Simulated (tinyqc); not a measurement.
# Schottky barrier on an n-type semiconductor, non-linear Poisson equation by Newton steps: two studies

One dimension, metal at x = 0, donor density C(x) = Nd, uniform. Energies are counted from the electron Fermi level of the semiconductor and the conduction-band edge is Ec = -psi, so n = Nc exp(psi/Vt); holes follow the Fermi level of the metal, at -V, so p = Nv exp((V - psi - Eg)/Vt). Ends: psi(0) = V - phiB and psi = Vt ln(Nd/Nc) deep inside. Boltzmann statistics, full ionisation, no current, no image force in the Poisson equation.

Parameters, values chosen for the exercise; band and dielectric values close to those of silicon:
```
symbol,value,unit,meaning
T,300,K,temperature
Eg,1.14,eV,band gap
eps_r,11.8,,relative permittivity
Nc,2.75e19,cm^-3,conduction-band density of states at T
Nv,2.68e19,cm^-3,valence-band density of states at T
Nd,1.8e18,cm^-3,donor density deep in the semiconductor
phiB,0.71,eV,barrier height
V,0.31,V,bias of the metal against the semiconductor
```

Constants: q = 1.602176634e-19 C, kB = 1.380649e-23 J/K, Vt = kB T/q, eps0 = 8.8541878128e-14 F/cm where lengths are in cm. Results are converted to the units shown.

Each table varies one quantity; the others keep the values above.

## Capacitance-voltage profiling

The Poisson equation d/dx(eps0 eps_r dpsi/dx) = -q (p - n + C) is solved on a mesh of about 1000 nodes or more that ends in neutral material. C_s = q d/dV of the integral of n over x, from the linearised equation. Probed depth w = eps0 eps_r/C_s; apparent doping N_app = C_s^3/(q eps0 eps_r dC_s/dV), the derivative by central differences over +/- 0.02 V.

The same in every row: true C(w) (cm^-3) = 1.800e18.

Results:

| V (V) | C_s (nF/cm^2) | w (nm) | N_app (cm^-3) | \|E_0\| (kV/cm) |
|---|---|---|---|---|
| 0 | 495.5 | 21.09 | 1.799e18 | 582.0 |
| -0.22 | 425.1 | 24.58 | 1.799e18 | 678.4 |
| -0.44 | 378.1 | 27.63 | 1.800e18 | 762.7 |
| -0.67 | 342.6 | 30.50 | 1.800e18 | 841.8 |
| -1.11 | 295.6 | 35.34 | 1.800e18 | 975.5 |
| -1.33 | 278.4 | 37.53 | 1.800e18 | 1036 |
| -1.56 | 263.3 | 39.69 | 1.800e18 | 1095 |
| -1.78 | 250.9 | 41.65 | 1.800e18 | 1150 |
| -2 | 240.1 | 43.52 | 1.800e18 | 1201 |

Estimate the missing row, V = -0.89 V.

Computed row:

| V (V) | C_s (nF/cm^2) | w (nm) | N_app (cm^-3) | \|E_0\| (kV/cm) |
|---|---|---|---|---|
| -0.89 | 316.5 | 33.01 | 1.800e18 | 911.1 |

With this row back in the table: C_s falls from 495 to 240 nF/cm^2 while the probed depth goes from 21.1 to 43.5 nm. The apparent doping stays near 1.80e18 cm^-3. It departs most from the true doping at that depth for V = 0 V, where it is 0.066 % below it; so the doping is read well over the depths probed. For V = -0.22, -0.44, -0.67, -0.89, -1.11, -1.33, -1.56, -1.78, -2 the field at the metal is high enough for tunnelling or breakdown, which would limit the profiling.

## Effect of the relative permittivity

First integral for uniform doping: E_0^2 = (2 q/(eps0 eps_r)) [Nd (U - Vt + Vt exp(-U/Vt)) + Vt p_0], U = Vbi - V, Vbi = phiB - Vt ln(Nc/Nd), p_0 = Nv exp((phiB - Eg)/Vt) (deep holes neglected). Image-force lowering dphi = sqrt(q E_0/(4 pi eps0 eps_r)), at x_m = sqrt(q/(16 pi eps0 eps_r E_0)). W = sqrt(2 eps0 eps_r U/(q Nd)).

The same in every row: Vbi (V) = 0.63952; p_0/Nd = 8.8957e-7.

Effect of the relative permittivity:

| eps_r | W (nm) | E_0 (kV/cm) | dphi (mV) | exp(dphi/Vt) |
|---|---|---|---|---|
| 6 | 11.018 | 574.19 | 117.39 | 93.767 |
| 8 | 12.723 | 497.26 | 94.607 | 38.844 |
| 10 | 14.224 | 444.76 | 80.028 | 22.101 |
| 12 | 15.582 | 406.01 | 69.800 | 14.879 |
| 14 | 16.831 | 375.89 | 62.179 | 11.081 |
| 16 | 17.993 | 351.62 | 56.254 | 8.8109 |
| 18 | 19.084 | 331.51 | 51.498 | 7.3303 |
| 20 | 20.116 | 314.50 | 47.585 | 6.3007 |

Read the table: what changes, and by how much?

As eps_r goes from 6 to 20, the surface field falls from 574 to 314 kV/cm, the lowering falls from 117 to 47.6 mV and W rises from 11.0 to 20.1 nm. Over the table the lowering goes as eps_r^(-0.75); the depletion formulas give -3/4.

Computed by the program tinyqc: `OMP_NUM_THREADS=1 python tinyqc.py 2020099 2020100 out.jsonl`, one thread of a shared Intel Xeon 2.30GHz, about 0.04 s for the whole run.
